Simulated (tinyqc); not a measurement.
# Inputs raised by 10 %, one at a time

Model: Raman shift of the zone-centre optical phonon of a diamond-structure crystal under stress. Computed by tinyqc, a small Python program. Command: `OMP_NUM_THREADS=1 python tinyqc.py 3014466 3014467 out.jsonl ramanstress sens`. One thread of a shared host (Intel(R) Xeon(R) Processor @ 2.30GHz), about 0.01 s of CPU time with the checks.

Axes x, y, z are the cube axes. Strain shifts the threefold optical mode and can split it; p, q and r are the phonon deformation potentials.

Inputs (values chosen for the exercise, modelled on silicon):
```
quantity,value,unit
unstrained frequency omega_0,521.1,1/cm
p/omega_0^2,-1.87,-
q/omega_0^2,-2.32,-
r/omega_0^2,-0.723,-
C11,168,GPa
C12,62.99,GPa
C44,79.49,GPa
stress sigma (tension positive),-3,GPa
polarisation angle phi,45,degree
temperature coefficient d omega/dT,-0.021,1/(cm K)
local temperature T,450,K
laser wavelength,488,nm
```

Stress state: biaxial. Axis: [111].

Constants: h = 6.62607015e-34 J s; c = 299792458 m/s; k_B = 1.380649e-23 J/K.

Method:
- S11 = (C11 + C12)/D, S12 = -C12/D, D = (C11 - C12)(C11 + 2 C12), S44 = 1/C44.
- Equal biaxial stress in the plane normal to the axis (unit vector n): sigma_ij = sigma (delta_ij - n_i n_j).
- eps_xx = S11 sigma_xx + S12 (sigma_yy + sigma_zz), and cyclic; eps_xy = S44 sigma_xy/2 (tensor strain).
- Secular matrix: M_xx = p eps_xx + q (eps_yy + eps_zz), M_xy = 2 r eps_xy; its eigenvalues are omega^2 - omega_0^2, and the shifts are these over 2 omega_0.
- gamma = -(p + 2q)/(6 omega_0^2); the mean of the three shifts is -gamma omega_0 x (volume strain).
- Backscattering from a (001) surface: incident polarisation (cos phi, sin phi, 0). With Raman tensors (R_z)_xy = (R_z)_yx = 1 and cyclic, only the z component u_z of a mode counts: I = u_z^2 sin^2(2 phi) for parallel and u_z^2 cos^2(2 phi) for crossed polarisers. An unresolved line sits at the intensity-weighted shift, which is M_zz/(2 omega_0).
- A temperature above 300 K shifts the line by (d omega/dT)(T - 300 K); divided by the shift per stress it poses as a stress; the total shift adds it to the shift of the observed line. The anti-Stokes to Stokes ratio is [(omega_L + omega_0)/(omega_L - omega_0)]^3 exp(-h c omega_0/(k_B T)) in photon counts, omega_L = 1/wavelength, resonance effects left out.

Runs:
```
input moved,from,to,mean shift (1/cm),volume strain (per mille),anti-Stokes/Stokes ratio,total shift (1/cm)
base run,-,-,11.54,-20.41,0.2201,8.389
unstrained frequency omega_0 (1/cm),521.1,573.21,12.69,-20.41,0.1892,9.543
p/omega_0^2,-1.87,-2.057,11.87,-20.41,0.2201,8.721
r/omega_0^2,-0.723,-0.7953,11.54,-20.41,0.2201,8.389
C11 (GPa),168,184.8,10.92,-19.31,0.2201,7.766
C12 (GPa),62.99,69.289,11.07,-19.57,0.2201,7.915
C44 (GPa),79.49,87.439,11.54,-20.41,0.2201,8.389
local temperature T (K),450,495,11.54,-20.41,0.2561,7.444
```

Exponents ln(y'/y) / ln(x'/x):
```
input,mean shift,volume strain,anti-Stokes/Stokes ratio,total shift
unstrained frequency omega_0,1.000,0.000,-1.588,1.352
p/omega_0^2,0.297,0.000,0.000,0.407
r/omega_0^2,0.000,0.000,0.000,0.000
C11,-0.583,-0.583,0.000,-0.811
C12,-0.440,-0.440,0.000,-0.610
C44,0.000,0.000,0.000,0.000
local temperature T,0.000,0.000,1.589,-1.254
```

Which inputs matter most for each result?

Among the inputs moved here: mean shift answers most in size to unstrained frequency omega_0 (exponent +1.000), next to C11 (-0.583); its exponent is below 0.0005 for r/omega_0^2, C44, local temperature T. volume strain answers most in size to C11 (exponent -0.583), next to C12 (-0.440); its exponent is below 0.0005 for unstrained frequency omega_0, p/omega_0^2, r/omega_0^2, C44, local temperature T. anti-Stokes/Stokes ratio answers most in size to local temperature T (exponent +1.589), and about equally to unstrained frequency omega_0 (-1.588); its exponent is below 0.0005 for p/omega_0^2, r/omega_0^2, C11, C12, C44. Total shift answers most in size to unstrained frequency omega_0 (exponent +1.352), next to local temperature T (-1.254); its exponent is below 0.0005 for r/omega_0^2, C44.

Caution (all rows): strains above about 1 % call for terms beyond linear order. Caution (all rows): the modes that take part are split by more than a line width, so two lines are seen and not one at the mean. Caution (all rows): this stress has components normal to the (001) face, so it cannot reach a free (001) surface; it can act on buried material.
